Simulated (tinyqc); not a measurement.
Delay unit and parasitic delay from two ring oscillators.

Inverse problem. A ring of 51 inverters oscillates at 1/(2 x 51 d), with stage delay d = tau (h + p) for fan-out h. Find tau, p and the delay at fan-out 4.

frequencies of 51-stage ring oscillators with fan-out 2 and 6 (GHz): 0.66609063  0.28870217

Solution. d is a straight line in h with slope tau and intercept tau p.

tau = 4.81 ps
p = 1.06
delay at fan-out 4 = 24.3 ps

Computed by the program tinyqc: `OMP_NUM_THREADS=1 python tinyqc.py 2082184 2082185 out.jsonl`, one thread of a shared Intel Xeon 2.30GHz, about 0.01 s for the whole run.
